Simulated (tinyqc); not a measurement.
Width of the well: strained quantum well: band edges, subbands and transparency.

Growth on (001), barriers unstrained: tr(e) = e (2 - nu2), Z = b e (1 + nu2); Ec = Ev + Eg + ac tr(e), E_HH = Ev + av tr(e) + Z, E_LH = Ev + av tr(e) - Z (coupling to the split-off band left out).

Masses along z: me, 1/(g1 - 2 g2) for HH, 1/(g1 + 2 g2) for LH, likewise in the barrier; in the plane me, 1/(g1 + g2) for HH and 1/(g1 - g2) for LH (no mixing, which understates the hole masses away from k = 0). Level n solves k L + 2 atan[(k/m)/(kappa/mb)] = n pi, k = sqrt(m E/c), kappa = sqrt(mb (V - E)/c), c = hbar^2/2m0.

Transparency (Bernard-Duraffourg): Fc - Fv equals the lowest transition energy with n = p, n = sum m/(2 pi c) kB T ln(1 + exp((Fc - E)/kB T)) and p likewise over the listed subbands; c = hbar^2/2m0, 1/angstrom^2 = 1e16/cm^2.

Constants: hbar^2/2m0 = 3.80998211 eV angstrom^2; kB = 8.617333262e-05 eV/K; hc = 1239.841984 eV nm.

Parameters, chosen for this exercise (near those of an InGaAs/AlGaAs well; the results hold for these values, not for the real material): e = -0.0204 (strain in the plane); nu2 = 0.962 (2 C12/C11); Eg = 1.009 eV (unstrained gap of the well); Ev = -0.739 eV (its valence edge); ac = -6.56 eV; av = 1.11 eV (Ev moves by av tr(e)); b = -1.94 eV (shear potential); Egb = 1.671 eV (gap of the barrier); Evb = -0.905 eV (its valence edge); me = 0.0533 m0 (electron mass); g1 = 10.76 (gamma1); g2 = 3.93 (gamma2); meb = 0.084 m0; g1b = 6.3; g2b = 1.8; T = 350 K (temperature); Ls = (30, 40, 55, 70, 90, 120) angstrom (widths).

All levels anew.

Results:
```
L (angstrom)  wavelength (nm)  top hole  hh1 - lh1 (meV)  n_tr (1e12/cm^2)  share in top  n_tr/L (1e18/cm^3)
30                        947       hh1              151             0.534          0.97                1.78
40                        989       hh1              162             0.540          0.94                1.35
55                       1031       hh1              167             0.565          0.86                1.03
70                       1058       hh1              168             0.599          0.76                0.86
90                       1080       hh1              167             0.651          0.64                0.72
120                      1098       hh1              165             0.745          0.52                0.62
```

The wavelength tunes by 152 nm. The sheet density at transparency changes from 0.53 to 0.74, the top hole subband holding 0.97 and 0.52 of the holes at the ends, while the volume density falls by a factor 2.9. Critical thickness and carrier escape are left out.

Computed by tinyqc, a small Python program: `OMP_NUM_THREADS=1 python tinyqc.py 1252308 1252309 out.jsonl` (the numbers bound the seed that draws the inputs); one thread of a shared host (Intel(R) Xeon(R) Processor @ 2.30GHz), about 0.01 s for the whole set of steps.
